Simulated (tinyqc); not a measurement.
Input admittance of a MOSFET at zero drain bias: distributed channel and distributed gate: two steps of the calculation.

Source and drain grounded, strong inversion, w = 2 pi f, Cox = eps0 eox/tox. The channel is an RC line of resistance 1/(mu Cox Vo) per square fed from both ends, so one finger has the intrinsic admittance y = i w Cox L tanh(g)/g per width, g = (1/2) sqrt(i w tau), tau = L^2/(mu Vo). The vertical resistance rv/L is in series with y, the overlaps 2 i w Cov in parallel: y_t = 1/(1/y + rv/L) + 2 i w Cov. The gate strip is a line of Rsh/L per length loaded by y_t, so a finger has Y = y_t Wf tanh(k)/k, k = (Wf/sd) sqrt(y_t Rsh/L); the device has Nf Y.

Parameters, values chosen for the exercise; values of the order met in silicon radio-frequency transistors: relative permittivity of the gate insulator (close to silicon nitride) eox = 7.29; insulator thickness tox = 6.4 nm; channel length L = 0.39 um; finger width Wf = 1.5 um; number of fingers Nf = 8; channel mobility mu = 290 cm^2/(V s); gate overdrive Vo = 0.62 V; sheet resistance of the gate Rsh = 19 ohm/square; vertical resistivity of the gate stack rv = 1.7 ohm um^2; number of ends at which a finger is contacted sd = 1; overlap and fringe capacitance on each side Cov = 0.26 fF/um; frequency f = 52 GHz.

Constants: eps0 = 8.8541878128e-14 F/cm where lengths are in cm. Results are converted to the units shown.

Task 1. Low-frequency resistances and capacitance. Low-frequency limits, with c = Cox L and ct = c + 2 Cov: R_strip = Rsh Wf/(3 sd^2 L Nf), R_ch = (c/ct)^2 L/(12 mu Cox Vo Wf Nf), R_vert = (c/ct)^2 rv/(L Wf Nf), C = ct Wf Nf.

Wanted: parts; sum; C; 1/(2 pi R C).

Result 1.

parts (ohm): strip 3.0449, channel 11.651, vertical 0.28337
sum = 14.979 ohm
C = 53.440 fF
1/(2 pi R C) = 198.82 GHz

The channel term is the largest, 77.8 % of the sum.

Task 2. Input impedance of the device. k and Y as defined; Z = 1/(Nf Y) = R + 1/(i w C); Q = |Im Z|/R; signal at the point farthest from a contact |1/cosh k|.

y_t = 280.8010+1376.2240i uS/um

Find: k; Nf Y; R; C; Q; signal at the far point.

Result 2.

k = 0.30393+0.24818i
Nf Y = 4.133+16.134i mS
R = 14.899 ohm
C = 52.623 fF
Q = 3.9037
signal at the far point = 0.98299

Numbers from tinyqc (`OMP_NUM_THREADS=1 python tinyqc.py 2262109 2262110 out.jsonl`; about 0.01 s on one thread of a shared Intel Xeon 2.30GHz).
